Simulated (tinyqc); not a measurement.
Worked calculation: leakage currents through a thin dielectric. Computed by tinyqc, a small Python program that keeps every step. Command: `OMP_NUM_THREADS=1 python tinyqc.py 3006987 3006988 out.jsonl leak walk`. One thread of a shared host (Intel(R) Xeon(R) Processor @ 2.30GHz), about 0.01 s of CPU time with the checks. Intermediate numbers are printed to about 6 digits and carried at full precision; extremes and crossings named in words are read from the listed rows.

Electrons leave an electrode with Fermi energy E_F above its band bottom; barriers are counted from the Fermi level, and both electrodes are alike.

Inputs (values chosen for the exercise, modelled on a low-k dielectric):
```
quantity                           value  unit
barrier height phi_B                2.51    eV
tunnelling mass m                   0.56   m_0
static permittivity k               2.73     -
optical permittivity k_o            1.98     -
trap depth phi_t                     1.1    eV
Poole-Frenkel prefactor sigma_0  0.00026  S/cm
thickness t                          8.7    nm
electrode Fermi energy E_F         0.051    eV
electrode mass m_e                   0.3   m_0
voltage V                            1.6     V
temperature T                        398     K
```

Stack: single layer.

Constants: m_0 = 9.1093837015e-31 kg; e = 1.602176634e-19 C; hbar = 1.054571817e-34 J s; k_B = 8.617333262e-05 eV/K; k_B = 1.380649e-23 J/K; eps_0 = 8.8541878128e-12 F/m; h = 6.62607015e-34 J s.

## Fields

Field F = V/t; equivalent oxide thickness 3.9 t/k.

field F = 1.83908 MV/cm

equivalent oxide thickness = 12.4286 nm

## Transmission at the Fermi level

WKB: a layer of mass m, field F and barrier b(x) = b_0 - e F x gives the exponent (4 sqrt(2 m)/(3 hbar e F)) [b_0^(3/2) - max(b_0 - e F t, 0)^(3/2)] for b_0 > 0; b_0 = barrier - (E - E_F); the transmission is D(E) = exp(-sum of exponents), without image force.

exponent of the dielectric = 86.4016

transmission D(E_F) = 2.99402e-38

At E_F the barrier of the dielectric is trapezoidal (direct tunnelling).

## Tunnel current

Tsu-Esaki: J = (e m_e k_B T/(2 pi^2 hbar^3)) int D(E) ln[(1 + exp((E_F - E)/k_B T))/(1 + exp((E_F - eV - E)/k_B T))] dE over the normal energy E (its change with the mass at an interface is neglected) from max(0, E_F - 3 eV) to E_F + largest barrier, by 100 Gauss-Legendre points in each part, split at E_F - 0.3 eV (if inside the range) and E_F + 8 k_B T. The mean energy weights E - E_F by the integrand.

tunnel current density = 1.44850e-22 A/cm^2

mean energy of the current above E_F = 2.00264 eV

The current flows well above E_F: thermally assisted tunnelling nearer the top of the barrier.

## Thermal currents

Schottky emission J = A T^2 exp(-(phi_B - sqrt(e^3 F/(4 pi k_o eps_0)))/k_B T), A = 4 pi e m k_B^2/h^3 with the tunnelling mass; Poole-Frenkel J = sigma_0 F exp(-(phi_t - sqrt(e^3 F/(pi k_o eps_0)))/k_B T); both use the field F of the dielectric.

Schottky lowering = 0.365716 eV

Poole-Frenkel lowering = 0.731432 eV

Schottky current density = 7.50251e-21 A/cm^2

Poole-Frenkel current density = 0.0102915 A/cm^2

The Poole-Frenkel lowering is twice the Schottky one, because the charge of a trap is fixed while an image charge moves with the electron.

## Which mechanism rules?

The formulas are those given above.

Current densities (A/cm^2):
```
V (V)  F (MV/cm)   tunnelling     Schottky  Poole-Frenkel
0.32     0.36782  2.40491e-25  2.06666e-23    1.56183e-08
0.56     0.64368  6.88916e-25  9.63730e-23    5.94354e-07
0.80     0.91954  1.92984e-24  3.30238e-22    9.96989e-06
1.10     1.26437  7.96701e-24  1.21348e-21    1.85100e-04
1.40     1.60920  4.14351e-23  3.76801e-21    2.27143e-03
1.60     1.83908  1.44850e-22  7.50251e-21    1.02915e-02
1.90     2.18391  1.21180e-21  1.95308e-20    8.28207e-02
2.40     2.75862  8.30599e-20  8.24126e-20    1.86271e+00
```

The largest current is Poole-Frenkel from 0.320 to 2.40 V. Over the table tunnelling grows by 5.5 decades, Schottky by 3.6 and Poole-Frenkel by 8.1. A plot of ln(J/F) against sqrt(F) for the Poole-Frenkel column has the slope 15.73 per sqrt(MV/cm), from which k_o follows; reading it as Schottky emission would give about k_o/4.

Checks made by the program: energy integral against adaptive quadrature (relative difference below 1e-10).
